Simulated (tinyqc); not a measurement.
Worked calculation: lattice vibrations of a chain. One step of it, computed by the program tinyqc.

Task: Dynamical matrix at q = 0.11. q is in units of 2 pi/a. A spring k from atom i to atom j, n cells on, adds k to Phi_ii and Phi_jj, -k exp(2 pi i q n) to Phi_ij and the conjugate to Phi_ji (for one atom a cell: 2k (1 - cos 2 pi q n)); D_ij = Phi_ij / sqrt(m_i m_j).

A chain moving along its axis:
```
atom    mass (u)  spring to the next atom (eV/angstrom^2)
1      19.600000                                15.700000
2     103.700000                                15.200000
```

Give: D(q).

Result:

D(q) (eV/(angstrom^2 u)):
```
               1              2
1          1.577  -0.608+0.215i
2  -0.608-0.215i          0.298
```
